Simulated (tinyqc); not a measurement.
Comparisons within one model: configuration-coordinate model of carrier capture at a defect. A value that a table varies takes the place of the one given here.

Two parabolas of equal curvature k in one coordinate Q: with the carrier free at the band edge, U_f = k Q^2/2; with the carrier trapped, U_t = k (Q - dQ)^2/2 - ET. ER = k dQ^2/2, Huang-Rhys factor S = ER/hw, hw = 0.0646541 sqrt(k/M) eV for k in eV/angstrom^2 and M in u. The curves cross at a height Eb = (ER - ET)^2/(4 ER) above the free minimum.

Multiphonon factor for giving p = ET/hw phonons to the lattice: W = exp(-S (2 nb + 1)) ((nb + 1)/nb)^(p/2) I_p(x), nb = 1/(exp(hw/kT) - 1), x = 2 S sqrt(nb (nb + 1)), I_p the modified Bessel function. Classical limit: W = hw exp(-Eb/kT)/sqrt(4 pi ER kT). At T = 0: exp(-S) S^p/Gamma(p + 1).

Constants: kB = 8.617333262e-05 eV/K.

Inputs chosen for the exercise (of the size met at a vacancy centre in SiC; the results hold for these values, not for the real material):

| symbol | value | unit | meaning |
|---|---|---|---|
| ET | 0.84 | eV | thermal depth of the level below the band edge |
| ER | 0.37 | eV | relaxation energy |
| hw | 0.04 | eV | phonon energy of the mode |
| T | 150 | K | temperature |

## Capture against temperature

The local activation energy is -d ln W/d(1/kT), by central differences with T changed by 1 %.

Against T:

| T (K) | kT/hw | log10 W | log10 W, classical | activation energy (eV) |
|---|---|---|---|---|
| 40 | 0.086 | -3.437 | -19.306 | 0.0000 |
| 60 | 0.129 | -3.435 | -13.125 | 0.0001 |
| 80 | 0.172 | -3.428 | -10.054 | 0.0008 |
| 120 | 0.259 | -3.379 | -7.007 | 0.0053 |
| 160 | 0.345 | -3.285 | -5.503 | 0.0139 |
| 220 | 0.474 | -3.105 | -4.290 | 0.0301 |
| 300 | 0.646 | -2.862 | -3.445 | 0.0510 |
| 400 | 0.862 | -2.607 | -2.881 | 0.0709 |
| 550 | 1.185 | -2.334 | -2.437 | 0.0883 |

log10 W at T = 0 = -3.437
Eb = 0.1493 eV

At 40 K log10 W is -3.44, against -3.44 at T = 0 and -19.3 classically; at 550 K the two forms differ by +0.10. The activation energy read from an Arrhenius plot goes from 0.000 eV at 40 K to 0.088 at 550 K, with its largest value 0.088 at 550 K, against Eb = 0.149 eV; the classical form itself gives Eb - kT/2. A measured slope therefore understates the barrier.

## Capture against depth of the level

ET is varied at fixed ER, hw and T, as by moving the band edge with alloying or pressure.

Against ET:

| ET/ER | ET (eV) | Eb (eV) | log10 W | log10 W, classical |
|---|---|---|---|---|
| 0.10 | 0.037 | 0.0749 | -2.730 | -3.305 |
| 0.25 | 0.092 | 0.0520 | -2.058 | -2.536 |
| 0.50 | 0.185 | 0.0231 | -1.332 | -1.564 |
| 0.75 | 0.278 | 0.0058 | -0.978 | -0.982 |
| 1.00 | 0.370 | 0.0000 | -0.904 | -0.787 |
| 1.25 | 0.463 | 0.0058 | -1.053 | -0.982 |
| 1.50 | 0.555 | 0.0231 | -1.386 | -1.564 |
| 2.00 | 0.740 | 0.0925 | -2.501 | -3.895 |
| 3.00 | 1.110 | 0.3700 | -6.086 | -13.219 |

Capture is fastest at ET/ER = 1 among these rows, where the barrier vanishes or nearly so. The classical form is symmetric about ET = ER; the quantum one gives -1.33 at 0.5 and -1.39 at 1.5, against -1.56 for both. At ET = 3 ER it lies 7.1 decades above the classical value: deep levels capture by emitting many phonons, and the rate falls with depth by 9.7 decades per eV between the last two rows. Rows deeper than the gap of the host are formal.

## Phonon side bands at T = 0

Weights exp(-S) S^j/j! of the line with j phonons, S = ER/hw; absorption at ET + j hw, emission at ET - j hw (a dash if negative).

Lines:

| j | weight | absorption (eV) | emission (eV) |
|---|---|---|---|
| 0 | 0.00010 | 0.840 | 0.840 |
| 1 | 0.00089 | 0.880 | 0.800 |
| 2 | 0.00411 | 0.920 | 0.760 |
| 3 | 0.01268 | 0.960 | 0.720 |
| 4 | 0.02932 | 1.000 | 0.680 |
| 5 | 0.05424 | 1.040 | 0.640 |
| 6 | 0.08362 | 1.080 | 0.600 |
| 7 | 0.11049 | 1.120 | 0.560 |
| 8 | 0.12776 | 1.160 | 0.520 |
| 9 | 0.13131 | 1.200 | 0.480 |
| 10 | 0.12146 | 1.240 | 0.440 |
| 11 | 0.10214 | 1.280 | 0.400 |
| 12 | 0.07873 | 1.320 | 0.360 |
| 13 | 0.05602 | 1.360 | 0.320 |

The zero-phonon line holds 0.00961 % of the band and the largest weight falls on j = 9, next to S = 9.25; the lines listed add to 0.9129.

## What each parameter does

Eb, log10 W and the full width 2.35482 sqrt(ER hw coth(hw/2kT)). Each row changes one parameter from the base and keeps the others.

Results:

| case | Eb (eV) | log10 W | full width (eV) |
|---|---|---|---|
| base | 0.1493 | -3.311 | 0.2998 |
| ET = 0.88 eV | 0.1757 | -3.671 | 0.2998 |
| ER = 0.42 eV | 0.1050 | -2.726 | 0.3194 |
| hw = 0.048 eV | 0.1493 | -2.946 | 0.3216 |
| T = 180 K | 0.1493 | -3.228 | 0.3091 |

The largest shifts from the base row, up to three for each result and ties (the steps differ in size, so this ranks the rows, not the parameters). Eb (eV): ER -0.0443, ET +0.0265; unchanged at the printed digits by hw and T. log10 W: ER +0.586, hw +0.366, ET -0.360. full width (eV): hw +0.0218, ER +0.0196, T +0.0093; unchanged at the printed digits by ET.

tinyqc: `OMP_NUM_THREADS=1 python tinyqc.py 1481145 1481146 out.jsonl`; about 0.01 s, one thread, shared Intel(R) Xeon(R) Processor @ 2.30GHz.
